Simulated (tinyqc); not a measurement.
Thin-body film or fin with hard walls, valleys of the Si type, step by step. Values are carried at full precision from step to step, so a last printed digit may differ when a step is redone from the rounded ones.

Six ellipsoidal valleys with their long axes along the cube axes, mass ml along the axis and mt across it. For a valley whose axis makes the angle theta with the surface normal, 1/m_z = cos^2(theta)/ml + sin^2(theta)/mt sets the confinement; in the plane the masses are m_1 = mt and m_2 = ml mt/m_z, and m_d = sqrt(m_1 m_2).

Constants: hbar^2/2m0 = 3.80998211 eV angstrom^2; kB = 8.617333262e-05 eV/K.

Values chosen for the exercise (near those of Si; not measured data):
- ml = 0.922 m0 (longitudinal mass)
- mt = 0.189 m0 (transverse mass)
- face = 111 (face of the film or side wall of the fin)
- t = 26 angstrom (body thickness)
- T = 300 K (temperature)
- g_all = 6 (number of valleys)
- Ns = 1.7 x 1e12/cm^2 (sheet density in the on state)
- alpha = 0.47 1/eV (non-parabolicity)

## Valley masses for the (111) face

Group the valleys by their angle to the normal, heaviest m_z first.

Valleys (masses in m0):
```
valleys g  cos^2(theta)      m_z      m_1      m_2      m_d
6               0.33333  0.25714  0.18900  0.67767  0.35788
```

## Subband edges

A film of thickness t between hard walls, flat band inside: E_n = c (n pi/t)^2/m_z above the bulk edge, c = hbar^2/2m0. Without degeneracy the sheet density is N2 exp((EF - Ec)/kB T) with N2 = sum_i g m_d/(2 pi c) kB T exp(-E_i/kB T) over n = 1 to 40 of each group; a classical film has t Nc with Nc = 2 g_all (m_dos kB T/(4 pi c))^(3/2), m_dos = (ml mt^2)^(1/3). The threshold shift is dVt = kB T ln(t Nc/N2).

The seven lowest levels of all groups together; primes mark the lighter m_z.

Subbands:
```
label  valleys g   E (eV)
1              6   0.2163
2              6   0.8653
3              6   1.9469
4              6   3.4611
5              6   5.4080
6              6   7.7876
7              6  10.5997
```

The second subband, 2, lies 649.0 meV above the first, 25.1 kB T at 300 K.

## Effective density of states and threshold shift

Sum the subbands; 1/angstrom^2 = 1e16/cm^2 and 1/angstrom^3 = 1e24/cm^3.

terms of N2 by group (1e12/cm^2): 0.005386

Nc = 2.732 x 1e19/cm^3
t Nc = 7.104 x 1e12/cm^2
dVt = 185.7 mV

Confinement leaves 0.076 % of the classical states.

## Filling at a given sheet density

n_i = g m_d/(2 pi c) kB T ln(1 + exp((EF - E_i)/kB T)) over the levels listed; solve sum n_i = Ns (1e12/cm^2 = 1e-4/angstrom^2); the band bending of the charge itself is left out. c = hbar^2/2m0.

EF = 0.1497 eV

n_i in the order of the list (1e12/cm^2): 1.700  0.000  0.000  0.000  0.000  0.000  0.000

The fullest subband is 1, with 100 %.

## Non-parabolic correction

Each level E0 of the list is replaced by the root of E (1 + alpha E) = E0.

Levels (eV):
```
label  parabolic  corrected
1         0.2163     0.1979
2         0.8653     0.6603
3         1.9469     1.2327
4         3.4611     1.8509
5         5.4080     2.4912
6         7.7876     3.1434
7        10.5997     3.8028
```

The lowest level drops by 18.4 meV. Levels above about 1 eV (5 here) lie outside the range of the valley model.

## Checks

- N2 of a 3000 angstrom film, summed over n to convergence, plus the half-term of the walls against t Nc, 1/angstrom^2: both 0.081973.

(tinyqc, `OMP_NUM_THREADS=1 python tinyqc.py 1250207 1250208 out.jsonl`, Intel(R) Xeon(R) Processor @ 2.30GHz, 1 thread, shared host, about 0.01 s.)
